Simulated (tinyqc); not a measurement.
Undoped symmetric double-gate MOSFET, analytic potential model: two steps of the calculation.

An undoped body of thickness ts between two equal insulators and tied gates; long channel, electrons only, n = ni exp((psi - V)/Vt) with V the quasi-Fermi potential (0 at the source, Vd at the drain), constant mobility, no quantisation. Across the body psi(x) = V - 2 Vt ln[(ts/(2 beta)) sqrt(q ni/(2 eps0 eps_r Vt)) cos(2 beta x/ts)], x from the centre. Q is the electron charge per area of the whole body.

Parameters, values chosen for the exercise; material values close to those of silicon: temperature T = 300 K; relative permittivity of the semiconductor eps_r = 11.7; body thickness ts = 15 nm; channel mobility mu = 380 cm^2/(V s); gate length L = 0.1 um; gate voltage Vg = 0.52 V; drain voltage Vd = 1 V.

Constants: q = 1.602176634e-19 C, kB = 1.380649e-23 J/K, Vt = kB T/q, eps0 = 8.8541878128e-14 F/cm where lengths are in cm. Results are converted to the units shown.

Problem 1. beta at the source by Newton steps. With V = 0: f = ln(beta) - ln(cos beta) + 2 r beta tan(beta) - (Vg - V0)/(2 Vt); f' = 1/beta + tan(beta) + 2 r [tan(beta) + beta/cos^2(beta)]; beta(new) = beta - f/f'.

beta after iteration 1 = 0.31163708
r = 0.32231405
V0 = 0.58654562 V

Give: f; f'; beta after iteration 2.

Solution 1.

f = 0.23521
f' = 3.9604
beta after iteration 2 = 0.25225

Problem 2. Charges and drain current. beta (between 0 and pi/2) solves (Vg - V0 - V)/(2 Vt) = ln(beta) - ln(cos beta) + 2 r beta tan(beta). Q = 8 eps0 eps_r Vt beta tan(beta)/ts; I = mu (1/L)(4 eps0 eps_r/ts)(2 Vt)^2 [g(beta_s) - g(beta_d)] per width, g = beta tan(beta) - beta^2/2 + r beta^2 tan^2(beta), with beta_s at V = 0 and beta_d at V = Vd.

beta_s = 0.25582316
beta_d = 1.1000466e-9
r = 0.32231405

Wanted: Qs; Qd; g(beta_s); g(beta_d); I.

Solution 2.

Qs = 9.5572 nC/cm^2
Qd = 1.7284e-16 nC/cm^2
g(beta_s) = 0.035632
g(beta_d) = 6.0505e-19
I = 0.99994 uA/um

The term r beta^2 tan^2(beta), which gives the square law, makes up 4.05 % of g at the source.

Program tinyqc, `OMP_NUM_THREADS=1 python tinyqc.py 2440049 2440050 out.jsonl`; Intel Xeon 2.30GHz, shared host, one thread, about 0.01 s.
